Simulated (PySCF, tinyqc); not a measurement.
Worked calculation: G0W0 on RHF in the sto-3g basis, for Be, spin multiplicity 1. The lowest restricted solution is unstable here: a spin-polarised one lies 0.0012 hartree lower (PySCF). One step of it, computed by the program tinyqc.

Task: Integrals over molecular orbitals. (pq|rs) = sum C_ip C_jq C_kr C_ls (ij|kl), one index at a time.

coefficients C:
```
              MO1        MO2       MO3       MO4       MO5
1Be 1s   0.992898  -0.293881  0.000000  0.000000  0.000000
1Be 2s   0.026138   1.035147  0.000000  0.000000  0.000000
1Be 2px  0.000000   0.000000  0.000000  0.000000  1.000000
1Be 2py  0.000000   0.000000  1.000000  0.000000  0.000000
1Be 2pz  0.000000   0.000000  0.000000  1.000000  0.000000
```

core Hamiltonian H = T + V (hartree), lower triangle:
```
            1Be 1s     1Be 2s    1Be 2px    1Be 2py    1Be 2pz
1Be 1s   -7.867117
1Be 2s   -1.932258  -2.102157
1Be 2px   0.000000   0.000000  -1.634157
1Be 2py   0.000000   0.000000   0.000000  -1.634157
1Be 2pz   0.000000   0.000000   0.000000   0.000000  -1.634157
```

Two-electron integrals (ij|kl) in chemists' order, unique and non-zero (hartree):
```
(11|11) 2.298831   (21|11) 0.392036   (21|21) 0.079539   (22|11) 0.570988
(22|21) 0.143041   (22|22) 0.417683   (31|31) 0.014607   (32|31) 0.021888
(32|32) 0.092265   (33|11) 0.569578   (33|21) 0.143083   (33|22) 0.417589
(33|33) 0.449859   (41|41) 0.014607   (42|41) 0.021888   (42|42) 0.092265
(43|43) 0.024249   (44|11) 0.569578   (44|21) 0.143083   (44|22) 0.417589
(44|33) 0.401360   (44|44) 0.449859   (51|51) 0.014607   (52|51) 0.021888
(52|52) 0.092265   (53|53) 0.024249   (54|54) 0.024249   (55|11) 0.569578
(55|21) 0.143083   (55|22) 0.417589   (55|33) 0.401360   (55|44) 0.401360
(55|55) 0.449859
```

Give: one-electron integrals over orbitals h = C^T H C; Two-electron integrals over orbitals.

Result:

one-electron integrals over orbitals h = C^T H C (hartree), lower triangle:
```
        1       2       3       4       5
1  -7.858
2   0.268  -1.756
3   0.000   0.000  -1.634
4   0.000   0.000   0.000  -1.634
5   0.000   0.000   0.000   0.000  -1.634
```

Two-electron integrals over orbitals (pq|rs), unique and non-zero (hartree):
```
(11|11) 2.275    (21|11) -0.253   (21|21) 0.044    (22|11) 0.571
(22|21) -0.014   (22|22) 0.404    (31|31) 0.016    (32|31) 0.021
(32|32) 0.087    (33|11) 0.569    (33|21) -0.009   (33|22) 0.410
(33|33) 0.450    (41|41) 0.016    (42|41) 0.021    (42|42) 0.087
(43|43) 0.024    (44|11) 0.569    (44|21) -0.009   (44|22) 0.410
(44|33) 0.401    (44|44) 0.450    (51|51) 0.016    (52|51) 0.021
(52|52) 0.087    (53|53) 0.024    (54|54) 0.024    (55|11) 0.569
(55|21) -0.009   (55|22) 0.410    (55|33) 0.401    (55|44) 0.401
(55|55) 0.450
```
